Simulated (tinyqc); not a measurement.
Space-charge-limited current with shallow traps: two steps of the calculation.

One carrier type, drift only, an injecting contact at x = 0 (zero field) and thickness L. The share th = y/(1 + y), y = (Nc/Nt) exp(-Et/kB T), of the injected charge is free: J = q mu n F, eps0 eps_r dF/dx = q (n - n0)/th.

Parameters, values chosen for the exercise:
```
symbol   value        unit                              meaning
T          250           K                          temperature
eps_r     18.6                            relative permittivity
mu        0.15  cm^2/(V s)                             mobility
L          530          nm                            thickness
Nc      8.5e20       cm^-3               band density of states
Nt      1.3e18       cm^-3                         trap density
Et        0.21          eV                           trap depth
n0      8.1e14       cm^-3  free carrier density in equilibrium
V          4.7           V                              voltage
```

Constants: q = 1.602176634e-19 C, kB = 1.380649e-23 J/K, Vt = kB T/q, eps0 = 8.8541878128e-14 F/cm where lengths are in cm. Results are converted to the units shown.

Question 1. Limits and characteristic voltages. Ohmic J = q n0 mu V/L; Mott-Gurney J = (9/8) th eps0 eps_r mu V^2/L^3; they cross at Vx = 8 q n0 L^2/(9 th eps0 eps_r); traps fill at V_TFL = q Nt L^2/(2 eps0 eps_r).

Wanted: th; ohmic J; Mott-Gurney J; Vx; V_TFL.

Answer 1.

th = 0.03679
ohmic J = 1.726 A/cm^2
Mott-Gurney J = 1.517 A/cm^2
Vx = 5.348 V
V_TFL = 177.6 V

Question 2. The exact current. Exact: with u = n0/n(L), w = -u - ln(1 - u) and v = -u - u^2/2 - ln(1 - u), V = (q n0 L^2/(th eps0 eps_r)) v/w^2 and J = q^2 n0^2 mu L/(th eps0 eps_r w). v/w^2 falls steadily with u, so u follows by bisection.

Wanted: v/w^2; u; w; J; exit field over V/L.

Answer 2.

v/w^2 = 0.7813
u = 0.7864
w = 0.7574
J = 2.918 A/cm^2
exit field over V/L = 1.329

J is 10 % below the plain sum of the two limits; the exit field lies between the ohmic 1 and the Mott-Gurney 1.5.

Range of the model: Diffusion and a field-dependent mobility are left out. With injecting contacts the diffusion current, about 4 pi^2 Vt th eps0 eps_r mu V/L^3, equals the Mott-Gurney current at V = 35 kB T/q (0.9 V at 300 K), so the drift-only result needs V well above that.

Computed by the program tinyqc: `OMP_NUM_THREADS=1 python tinyqc.py 2370048 2370049 out.jsonl`, one thread of a shared Intel Xeon 2.30GHz, about 0.01 s for the whole run.
